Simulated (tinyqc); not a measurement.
Energy conservation against the time step: molecular dynamics of a small cluster by velocity Verlet steps. Computed by tinyqc, a small Python program. Command: `OMP_NUM_THREADS=1 python tinyqc.py 3031288 3031289 out.jsonl verlet walk`. One thread of a shared host (Intel(R) Xeon(R) Processor @ 2.30GHz), about 0.3 s of CPU time with the checks.

E = sum_i {sum_j A exp(-p (r_ij/r0 - 1)) - xi sqrt(rho_i)}, rho_i = sum_j exp(-2 q (r_ij/r0 - 1)); the force on i is -sum_j w_ij (R_i - R_j)/r_ij with w_ij = -(2p/r0) A exp(-p (r_ij/r0 - 1)) + (xi q/r0) exp(-2 q (r_ij/r0 - 1)) (rho_i^(-1/2) + rho_j^(-1/2)).

Inputs (values chosen for the exercise, for model atoms):

| quantity | value | unit |
|---|---|---|
| length r0 | 2.99 | angstrom |
| repulsion A | 0.16 | eV |
| hopping xi | 2.19 | eV |
| decay p | 9.59 | - |
| decay q | 2.43 | - |
| atomic mass M | 182 | u |
| time step dt | 4.1 | fs |
| steps | 300 | - |

Potential: Gupta.

starting positions (angstrom):
```
           x     y      z
atom 1  0.06  0.03  -0.04
atom 2  2.78  0.02   0.03
atom 3  1.45  2.39  -0.03
atom 4  1.43  0.85   2.24
atom 5  1.38  0.73  -2.25
```

starting velocities (angstrom/fs):
```
               x        y         z
atom 1   0.00075  -0.0011  -0.00018
atom 2  -0.00053  0.00202  -0.00058
atom 3   0.00061    9e-05    -1e-05
atom 4     6e-05  -0.0001    -4e-05
atom 5  -0.00089  -0.0009   0.00081
```

Constants: 1 eV/(angstrom u) = 9.648533212e-03 angstrom/fs^2; k_B = 8.617333262e-05 eV/K.

Method:
- Relax the cluster, diagonalise the Hessian (central differences): omega_max = sqrt(c lambda_max/M). Verlet steps are stable for omega_max dt < 2.
- Velocity Verlet: a = c F/M with c = 9.648533212e-3 angstrom/fs^2 per eV/(angstrom u); R(new) = R + v dt + a dt^2/2; v(new) = v + (a + a(new)) dt/2. Kinetic energy K = M v^2/(2c); temperature T = 2K/((3N - 3) k_B), rotation of the cluster included.
- Runs without thermostat over the same span of time, steps x dt; spread = largest minus smallest value. For contrast, the energy gained over the first 30 dt (dt of the inputs) by explicit Euler steps: R(new) = R + v dt, v(new) = v + a dt.

omega_max dt = 0.142070

Energy error (eV):

| dt (fs) | omega_max dt | Verlet, spread of U + K | Euler, gain in U + K |
|---|---|---|---|
| 0.5125 | 0.01776 | 2.0644e-06 | 0.00304 |
| 1.0250 | 0.03552 | 8.2581e-06 | 0.00622 |
| 2.0500 | 0.07104 | 3.3059e-05 | 0.01304 |
| 4.1000 | 0.14207 | 1.3231e-04 | 0.02866 |
| 8.2000 | 0.28414 | 5.3411e-04 | 0.06962 |
| 12.3000 | 0.42621 | 1.2485e-03 | 0.12655 |

What does the comparison show, and why?

The Verlet error grows as dt^2.00 between the first rows, the second order of the method. Euler steps gain energy steadily: over that short span the gain in the first row is already 1500 times the Verlet spread of the whole run, and it grows as dt^1.03, tending to the first order of that method as dt shrinks.

Extremes, crossings and ranges named in words are read from the listed rows.
